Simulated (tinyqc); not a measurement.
Molecular dynamics of a small cluster by velocity Verlet steps: one step, computed by the program tinyqc. Command: `OMP_NUM_THREADS=1 python tinyqc.py 3010030 3010031 out.jsonl verlet walk`. One thread of a shared host (Intel(R) Xeon(R) Processor @ 2.30GHz), about 0.05 s of CPU time with the checks.

E = sum_(i<j) phi(r_ij), phi(r) = eps [exp(-2 alpha (r - r0)) - 2 exp(-alpha (r - r0))]; the force on i is -sum_j phi'(r_ij) (R_i - R_j)/r_ij.

Task: Step 1. Velocity Verlet: a = c F/M with c = 9.648533212e-3 angstrom/fs^2 per eV/(angstrom u); R(new) = R + v dt + a dt^2/2; v(new) = v + (a + a(new)) dt/2. Kinetic energy K = M v^2/(2c); temperature T = 2K/((3N - 3) k_B), rotation of the cluster included. After each step v is scaled by sqrt(1 + (dt/tau)(T0/T - 1)).

Inputs (values chosen for the exercise, for model atoms):
```
quantity               value        unit
length r0               2.36    angstrom
well depth eps          0.68          eV
stiffness alpha         1.54  1/angstrom
atomic mass M           58.7           u
time step dt               6          fs
target temperature T0    300           K
coupling time tau        500          fs
```

Potential: Morse. Thermostat: Berendsen.

starting positions (angstrom):
```
           x      y      z
atom 1  0.01  -0.03  -0.04
atom 2  2.39      0   0.02
atom 3  1.17   1.97   0.02
atom 4  1.21   0.71   1.92
atom 5  1.25   0.65   -1.9
```

starting velocities (angstrom/fs):
```
               x         y         z
atom 1  -0.00035  -0.00152   0.00058
atom 2   0.00148    0.0016  -0.00075
atom 3   0.00043  -0.00029   0.00103
atom 4  -0.00105   0.00152    -7e-05
atom 5  -0.00052  -0.00131  -0.00078
```

Constants: 1 eV/(angstrom u) = 9.648533212e-03 angstrom/fs^2; k_B = 8.617333262e-05 eV/K.

Give: positions after step 1; new forces; velocities after step 1; total energy.

Result:

positions after step 1 (angstrom):
```
            x       y       z
atom 1  0.008  -0.039  -0.036
atom 2  2.399   0.009   0.016
atom 3  1.173   1.970   0.026
atom 4  1.203   0.719   1.919
atom 5  1.247   0.642  -1.905
```

new forces (eV/angstrom):
```
              x        y        z
atom 1   0.0788  -0.0776   0.1673
atom 2   0.0538  -0.1793   0.0839
atom 3  -0.0318   0.4830  -0.2502
atom 4  -0.0733  -0.2467  -0.0161
atom 5  -0.0274   0.0207   0.0150
```

velocities after step 1 (angstrom/fs):
```
                x          y          z
atom 1  -0.000309  -0.001642   0.000766
atom 2   0.001577   0.001445  -0.000688
atom 3   0.000418   0.000199   0.000834
atom 4  -0.001148   0.001315  -0.000094
atom 5  -0.000549  -0.001317  -0.000807
```

total energy = -6.179 eV
